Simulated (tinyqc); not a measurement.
Fully depleted semiconductor-on-insulator film with two gates, non-linear Poisson equation by Newton steps: two steps of the calculation.

One dimension across the film, front interface at x = 0, back interface at x = ts. psi is counted from the intrinsic level, n = ni exp(psi/Vt) (source grounded), holes neglected, acceptors ionised. Gates act through Cox = eps0 eox/tox and Cbox = 3.9 eps0/tb with potentials G1 = Vg - (phiM - chi - Vt ln(Nc/ni)) and G2 = Vb - (phiB - chi - Vt ln(Nc/ni)). Classical Boltzmann densities, no interface charge, no depletion in the back plane.

Inputs (values chosen for the exercise); band and dielectric values those of a made-up semiconductor:
```
symbol,value,unit,meaning
T,400,K,temperature
Eg,0.685,eV,band gap
eps_r,15,,relative permittivity
Nc,3.94e17,cm^-3,conduction-band density of states at T
Nv,1.27e19,cm^-3,valence-band density of states at T
chi,4.19,eV,electron affinity
eox,3.9,,relative permittivity of the gate insulator (close to silicon dioxide)
tox,1.3,nm,insulator thickness
ts,5.3,nm,film thickness
tb,48,nm,buried-oxide thickness (eps_r 3.9)
Na,1e15,cm^-3,acceptor density of the film
phiM,4.62,eV,work function of the front gate
phiB,4.83,eV,work function of the back plane
Vb,0.2,V,back-gate voltage
Vg,0.7,V,front-gate voltage
```

Constants: q = 1.602176634e-19 C, kB = 1.380649e-23 J/K, Vt = kB T/q, eps0 = 8.8541878128e-14 F/cm where lengths are in cm. Results are converted to the units shown.

Problem 1. Capacitances and gate potentials. ni = sqrt(Nc Nv) exp(-Eg/(2 Vt)), Eg in volts; Cox, Cbox, G1, G2 as defined; Cs = eps0 eps_r/ts; a = eps0 eps_r/h with h = ts/9; coupling ratio of a depleted film Cs Cbox/(Cox (Cs + Cbox)).

Wanted: ni; Cox; Cbox; Cs; a; G1; G2; coupling ratio.

Solution 1.

ni = 1.0823e14 cm^-3
Cox = 2.6563 uF/cm^2
Cbox = 0.071940 uF/cm^2
Cs = 2.5059 uF/cm^2
a = 22.553 uF/cm^2
G1 = 0.55264 V
G2 = -0.15736 V
coupling ratio = 0.026328

Problem 2. Density, residual and Jacobian diagonal. Nodes 0 to 9, h = ts/9, box widths w = h (h/2 at both ends), a = eps0 eps_r/h. F_i = a (psi_(i+1) - 2 psi_i + psi_(i-1)) - q w_i (n_i + Na); F_0 = a (psi_1 - psi_0) + Cox (G1 - psi_0) - q w_0 (n_0 + Na); F_9 = a (psi_8 - psi_9) + Cbox (G2 - psi_9) - q w_9 (n_9 + Na). Diagonal b_i = -2 a - q w_i n_i/Vt, with -a - Cox and -a - Cbox in place of -2 a at the ends.

psi after iteration 1, node 0 to 9 (V): 0.37463875  0.36891516  0.36387339  0.35947355  0.35568081  0.35246518  0.34980122  0.34766784  0.34604817  0.34492939
ni = 1.0822807e14 cm^-3
a = 22.553120 uF/cm^2
G1 = 0.55264389 V
G2 = -0.15735611 V

Find: n; residual F; diagonal b.

Solution 2.

```
node	n (cm^-3)	residual F (1e-7 C/cm^2)	diagonal b (F/cm^2)
0	5.6830e18	3.1693	-2.5987e-5
1	4.8136e18	-0.3005	-4.6424e-5
2	4.1586e18	-0.2477	-4.6245e-5
3	3.6602e18	-0.2085	-4.6108e-5
4	3.2788e18	-0.1793	-4.6004e-5
5	2.9868e18	-0.1575	-4.5924e-5
6	2.7647e18	-0.1413	-4.5863e-5
7	2.5987e18	-0.1294	-4.5818e-5
8	2.4794e18	-0.1211	-4.5785e-5
9	2.4003e18	-0.2223	-2.2954e-5
```

Range of the model: In so thin a film or at such density quantum confinement moves the charge away from the interfaces and raises the threshold.

tinyqc, about 0.3 s, one thread, Intel Xeon 2.30GHz (shared host): `OMP_NUM_THREADS=1 python tinyqc.py 2190127 2190128 out.jsonl`
